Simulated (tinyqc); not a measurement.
What an interlayer buys: scattering of inversion-layer electrons by surface optical phonons of the gate insulator (remote phonon scattering). Computed by tinyqc, a small Python program. Command: `OMP_NUM_THREADS=1 python tinyqc.py 3111855 3111856 out.jsonl sophonon walk`. One thread of a shared host (Intel(R) Xeon(R) Processor @ 2.30GHz), about 0.02 s of CPU time with the checks.

One subband with the Fang-Howard envelope; insulator and channel are half-spaces, the gate is far away, and an interlayer only moves the polar surface away by t (its own modes and its permittivity contrast are left out).

Inputs (values chosen for the exercise, modelled on HfO2 on germanium):
```
quantity,value,unit
static constant of the insulator eps_0s,22.3,-
intermediate constant eps_i,6.49,-
optical constant eps_inf,5.06,-
hbar omega_TO1,12.3,meV
hbar omega_TO2,48.5,meV
constant of the channel eps_s,16.2,-
in-plane mass m,0.123,m_0
valleys g_v,4,-
sheet density n,2.3e+12,1/cm^2
mean distance of the electrons z0 = 3/b,2.1,nm
interlayer thickness t,0,nm
temperature T,150,K
mobility from other processes,340,cm^2/(V s)
```

Screening by the channel electrons: static.

Constants: k_B = 8.617333262e-05 eV/K; hbar^2/(2 m_0) = 3.80998212 eV angstrom^2; e^2/(4 pi eps_0) = 14.39964548 eV angstrom; hbar = 6.582119569e-16 eV s; e = 1.602176634e-19 C; m_0 = 9.1093837015e-31 kg.

Method:
- eps(w) = eps_inf + (eps_0s - eps_i) w1^2/(w1^2 - w^2) + (eps_i - eps_inf) w2^2/(w2^2 - w^2). Surface modes solve eps(w) + eps_s = 0, a quadratic in w^2; the strength of a mode is g = 2/(w d eps/dw).
- Occupation N = 1/(exp(hbar w/(k_B T)) - 1).
- Density of states D = g_v m/(pi hbar^2); eta = E_F/(k_B T) = ln(exp(n/(D k_B T)) - 1); screening wave number q_s = e^2 D/(2 eps_0 eps_avg) x 1/(1 + exp(-eta)), eps_avg = (eps_s + eps_inf)/2; b = 3/z0.
- For a mode of strength g, without the occupation factor, Area x |M(q)|^2 = e^2 hbar w g/(2 eps_0 q) x (b/(b + q))^6 exp(-2 q t) / (1 + (q_s/q) H(q))^2, H = (1 + 9 x/8 + 3 x^2/8)/(1 + x)^3, x = q/b.
- Approximate momentum relaxation rate, taking tau v alike in the initial and final states: 1/tau = (m/(2 pi hbar^3)) sum over modes and over absorption (N, E' = E + hbar w) and emission (N + 1, E' = E - hbar w > 0) of [(1 - f(E'))/(1 - f(E))] int_0^(2 pi) Area |M(q)|^2 (1 - cos theta) d theta, q^2 = k^2 + k'^2 - 2 k k' cos theta, f the Fermi function; 48 midpoints in theta from 0 to pi.
- mu = (e/m) int tau E f (1 - f) dE/(k_B T int f dE), by 300 midpoints from 0 to (max(eta, 0) + 14) k_B T; Matthiessen sum with the other processes.

hbar omega_SO (meV): 1 15.9969, 2 50.1833

strengths g: 1 0.0178166, 2 0.0032460

occupations N: 1 0.408622, 2 0.021036

b = 1.42857 1/nm

q_s = 1.01331 1/nm

eta = 0.319784

Against the interlayer thickness:
```
t (nm),remote-phonon mobility (cm^2/(V s)),total (cm^2/(V s))
0.0,2.7524e+04,335.85
0.3,3.6582e+04,336.87
0.6,4.8536e+04,337.63
1.0,7.0480e+04,338.37
1.5,1.1133e+05,338.96
2.0,1.7349e+05,339.33
3.0,4.0002e+05,339.71
```

1 nm of interlayer raises the remote-phonon mobility by a factor 2.56, as exp(2 q t) with an effective q of 0.47 per nm; between 2 and 3 nm the effective q is 0.42. The total goes from 336 to 338 over the first nanometre.

Extremes, crossings and ranges named in words are read from the listed rows.
